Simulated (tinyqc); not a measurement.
A log to judge: collinear exchange A + BC -> AB + C on a London-Eyring-Polanyi-Sato surface: saddle, string of images and rate. Computed by tinyqc. Command: `OMP_NUM_THREADS=1 python tinyqc.py 3111595 3111596 out.jsonl leps walk`. One thread of a shared host (Intel(R) Xeon(R) Processor @ 2.30GHz), about 0.6 s of CPU time with the checks.

x = r(AB), y = r(BC), r(AC) = x + y. V is counted from separated atoms, the barrier from A + BC, that is V + D(BC).

Inputs (values chosen for the exercise, bond data loosely for abstraction of hydrogen from a Si-H bond by a hydrogen atom; the barrier is not fitted):
```
quantity            value           unit
D(AB)                4.74             eV
r0(AB)              0.742       angstrom
beta(AB)             1.94     1/angstrom
D(BC)                3.93             eV
r0(BC)               1.48       angstrom
beta(BC)             1.52     1/angstrom
D(AC)                4.15             eV
r0(AC)               1.48       angstrom
beta(AC)             1.52     1/angstrom
Sato parameter S      0.2              -
step of the string    0.2  angstrom^2/eV
```

Method. For each pair, with u = exp(-beta (r - r0)): Q = D [(3 + S) u^2 - (2 + 6 S) u]/(4 (1 + S)), J = D [(1 + 3 S) u^2 - (6 + 2 S) u]/(4 (1 + S)); V = Q1 + Q2 + Q3 - sqrt(((J1 - J2)^2 + (J2 - J3)^2 + (J3 - J1)^2)/2). String of 9 images between the fixed ends (r0(AB) + 2, r0(BC)) and (r0(AB), r0(BC) + 2), started on the two straight legs through (r0(AB) + 0.3, r0(BC) + 0.3): each iteration moves the inner images by -step x gradient (central differences) and spaces them evenly again along the broken line (coordinates are kept between 0.2 and 8 angstrom); stop when no coordinate changes by more than 1e-5 angstrom, at most 400 iterations.

Course:
```
iteration  highest inner image above A + BC (eV)  largest move (angstrom)
1                                        12.9501                  0.66148
2                                         3.3802                  7.76948
3                                         3.3739                  3.92688
4                                         3.2863                  0.60391
5                                         3.1678                  1.74556
6                                         2.9700                  0.71355
7                                         2.7105                  0.49359
...                                          ...                      ...
394                                       3.3499                  6.69604
395                                       3.3865                  3.79518
396                                       3.2677                  1.00223
397                                       3.1006                  0.69351
398                                       2.9336                  0.56838
399                                       3.1197                  1.71838
400                                       2.5581                  0.39736
```

Images at the end:
```
image  x (angstrom)  y (angstrom)  V + D(BC) (eV)
0           2.74200       1.48000         0.00131
1           4.00926       2.23999         1.84405
2           5.46036       2.56155         2.55806
3           6.69526       2.54252         2.52222
4           6.07670       1.23831         0.77453
5           4.60337       1.33739         0.23028
6           3.20579       1.83067         0.67097
7           1.90870       2.55674         2.39653
8           0.74200       3.48000        -0.80717
```

Can the last value be used, and what does the course show?

No. Not converged in 400 iterations: the residual wanders without falling. The step exceeds 2/k = 0.056 angstrom^2/eV for the stiffer bond (k = 2 D beta^2), the limit of plain descent. Reruns converge with step of the string = 0.01; or with step of the string = 0.02.
